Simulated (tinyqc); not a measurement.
Stretching all distances: RHF, UHF, MP2, CISD and CCSD against full CI in the sto-6g basis, for BeH+, spin multiplicity 1. Computed by the program tinyqc with PySCF. 

Geometry (angstrom):
```
atom       x       y       z
Be    0.0000  0.0000  0.0000
H     0.0000  0.0000  1.1750
```

All coordinates are multiplied by the scale. c0^2 is the weight of the RHF determinant in the lowest singlet FCI state (UHF is spin-contaminated and may lie near states of higher spin) and n(LUMO) the first natural occupation beyond the occupied space.

Full CI energy (hartree) and errors against it (kcal/mol):
```
scale  distance 1-2 (angstrom)     E(FCI)     RHF     UHF     MP2   CISD      CCSD  <S^2> UHF   c0^2  n(LUMO)
0.880                    1.034  -14.79313   9.616   9.616   2.840  0.006  4.92e-03      0.000  0.987    0.015
1.130                    1.328  -14.84367  13.083  13.083   4.383  0.010     0.008      0.000  0.978    0.031
1.370                    1.610  -14.82953  19.169  19.169   7.262  0.018     0.015      0.000  0.957    0.067
1.620                    1.903  -14.79869  28.615  20.353  11.887  0.032     0.026      0.567  0.916    0.143
1.870                    2.197  -14.76989  40.547  14.059  17.633  0.052     0.040      0.799  0.853    0.260
2.110                    2.479  -14.74945  52.975   8.455  23.222  0.075     0.053      0.898  0.775    0.398
2.360                    2.773  -14.73601  65.544   4.451  28.175  0.099     0.064      0.951  0.681    0.548
2.600                    3.055  -14.72894  76.218   2.237  31.374  0.118     0.072      0.978  0.592    0.679
2.850                    3.349  -14.72534  85.243   1.083  32.631  0.134     0.077      0.991  0.515    0.787
```

UHF parts from RHF first at scale 1.62 of those listed, where <S^2> leaves zero. The weight c0^2 goes from 0.99 to 0.51 and n(LUMO) from 0.01 to 0.79: static correlation grows as the bonds break into open-shell fragments. The spread of the error along the curve, which distorts its shape, is CCSD 0.1, CISD 0.1, UHF 19.3, MP2 29.8, RHF 75.6 kcal/mol.
